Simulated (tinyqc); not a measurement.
# Worked calculation: p-type polysilicon, carrier trapping at grain boundaries

Computed by the program tinyqc: `OMP_NUM_THREADS=1 python tinyqc.py 2830238 2830239 out.jsonl`, one thread of a shared Intel Xeon 2.30GHz, about 0.01 s for the whole run. Printed values are rounded.

One-dimensional grains of size Lg, uniform ionised doping N, monovalent traps Qt at each boundary at a depth Et below (for electrons) or above (for holes) the band edge there, abrupt depletion of width W on each side of a boundary, Boltzmann statistics. xi is the distance from the band edge at the grain centre to the Fermi level. Trapped charge Qt/(1 + exp((xi + VB - Et)/Vt)) = 2 N W, barrier VB = q N W^2/(2 eps0 eps_r).

Values chosen for this exercise; values of the order met in polycrystalline silicon:
- T = 250 K (temperature)
- eps_r = 11.7 (relative permittivity)
- NB = 2.02e19 cm^-3 (valence-band density of states at T)
- Lg = 33 nm (grain size)
- Qt = 1.2e12 cm^-2 (trap density of a grain boundary)
- Et = 0.35 eV (depth of the trap level from the majority band edge at the boundary)
- ms = 0.46 m0 (mass for thermionic emission)
- fe = 0.25 (correction factor of the emission rate)
- mug = 160 cm^2/(V s) (mobility inside the grains)
- N = 1.5e18 cm^-3 (doping)

Constants: q = 1.602176634e-19 C, kB = 1.380649e-23 J/K, m0 = 9.1093837015e-31 kg, Vt = kB T/q, eps0 = 8.8541878128e-14 F/cm where lengths are in cm. Results are converted to the units shown.

Range of the model: VB is below Vt, where abrupt depletion and thermionic emission are rough.

## Starting value

W = 2.4 nm.

W at the start = 2.4 nm

## Iteration 1: new W

Partly depleted grain, xi = Vt ln(NB/N): f = 1/(1 + exp((xi + VB - Et)/Vt)), g = Qt f - 2 N W, g' = -2 Qt f (1 - f) VB/(W Vt) - 2 N, W(new) = W - g/g'.

VB = 0.00668128 V
f = 0.999998
g = 4.79998e11 cm^-2
g' = -3.00001e11 cm^-2/nm
W after iteration 1 = 3.99999 nm

## Iteration 2: new W

As before.

VB = 0.0185590 V
f = 0.999997
g = -6.24299e5 cm^-2
g' = -3.00001e11 cm^-2/nm
W after iteration 2 = 3.99999 nm

## Course of the iteration

Stop when the step is below 1e-10 nm, or after 40 iterations.

Course of the iteration:
```
iteration  W before the step (nm)  step (nm)
1                             2.4       1.60
2                         3.99999   -2.08e-6
3                         3.99999    < 1e-12
```

Converged in 3 iterations.

## Depletion width, Fermi level and barrier

If the trap equation with xi = Vt ln(NB/N) has a root W < Lg/2, the grain is partly depleted; otherwise W = Lg/2 and the trap equation gives xi = Et - VB + Vt ln(Qt/(N Lg) - 1). N* = Qt/Lg.

N* = 3.63636e17 cm^-3
W = 3.99999 nm
xi = 0.0560174 V
VB = 0.0185590 V
share of traps filled = 0.999997

N is 4.12 N*, and the grain is partly depleted; VB = 0.861 Vt.

## Resistivity and effective mobility

n0 = NB exp(-xi/Vt); mean density n0 (1 - 2 W/Lg) by charge balance in a partly depleted grain, and n0 (sqrt(pi)/2) erf(u)/u with u = sqrt(VB/Vt) in a fully depleted one; v = sqrt(kB T/(2 pi ms m0)); barrier resistivity Vt exp(VB/Vt)/(q fe n0 v Lg); grain resistivity (1 - 2 W/Lg)/(q n0 mug); effective mobility 1/(q mean density total resistivity).

n0 = 1.5e18 cm^-3
mean density = 1.13636e18 cm^-3
v = 3.62075e6 cm/s
barrier resistivity = 0.0710219 ohm cm
grain resistivity = 0.0197018 ohm cm
resistivity = 0.0907236 ohm cm
effective mobility = 60.5413 cm^2/(V s)

The resistivity is 3.49 times that of a single crystal with the same N and mobility mug, and the mean density is 75.8 % of N.
